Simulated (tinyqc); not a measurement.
Inside a calculation. Method: CCSD on RHF in the 6-31g basis, for HeH+, spin multiplicity 1. One step of it, computed by the program tinyqc.

Question. Orthogonalisation. S = U s U^T; symmetric (Loewdin) form X = U s^(-1/2) U^T, so that X^T S X = 1.

overlap S, order 1He 1s, 1He 2s, 2H 1s, 2H 2s:
```
[[1.000000, 0.634148, 0.173518, 0.282628],
 [0.634148, 1.000000, 0.419559, 0.661035],
 [0.173518, 0.419559, 1.000000, 0.658292],
 [0.282628, 0.661035, 0.658292, 1.000000]]
```

Give: eigenvalues of S; X.

Answer.

eigenvalues of S: [0.1965, 0.3854, 0.9713, 2.4467]

X, order 1He 1s, 1He 2s, 2H 1s, 2H 2s:
```
[[1.2338, -0.4943, -0.0009, 0.0651],
 [-0.4943, 1.5453, -0.0643, -0.5086],
 [-0.0009, -0.0643, 1.2496, -0.4478],
 [0.0651, -0.5086, -0.4478, 1.4917]]
```
